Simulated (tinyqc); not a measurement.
Weibull analysis of times to dielectric breakdown, with area scaling: one step of the calculation.

Breakdown times follow F(t) = 1 - exp(-(t/t63)^beta). The 10 times below were drawn at random from beta = 3.8, t63 = 2100 s and are treated as data; all samples failed.

Question. Straight-line fit. Least squares of W on ln t: beta = sum (x - mean x)(W - mean W)/sum (x - mean x)^2 with x = ln t, and ln t63 = mean x - mean W/beta.

Values chosen for this exercise: characteristic time of a test capacitor t63 = 2100 s; Weibull slope beta = 3.8.

```
i            W       ln t
1   -2.6638431  7.0475172
2   -1.7232632  7.0817086
3   -1.2020231  7.2793188
4   -0.8216665  7.3264656
5   -0.5085954  7.5065918
6   -0.2303654  7.5496092
7    0.0329250  7.5704433
8    0.2990329  7.6207051
9    0.5939772  7.7406644
10   0.9926889  7.7664169
```

Give: beta; t63.

Answer.

beta = 4.282
t63 = 1941 s

beta is 13 % above the value that made the data and t63 7.6 % below it.

Computed by the program tinyqc: `OMP_NUM_THREADS=1 python tinyqc.py 2070047 2070048 out.jsonl`, one thread of a shared Intel Xeon 2.30GHz, about 0.01 s for the whole run.
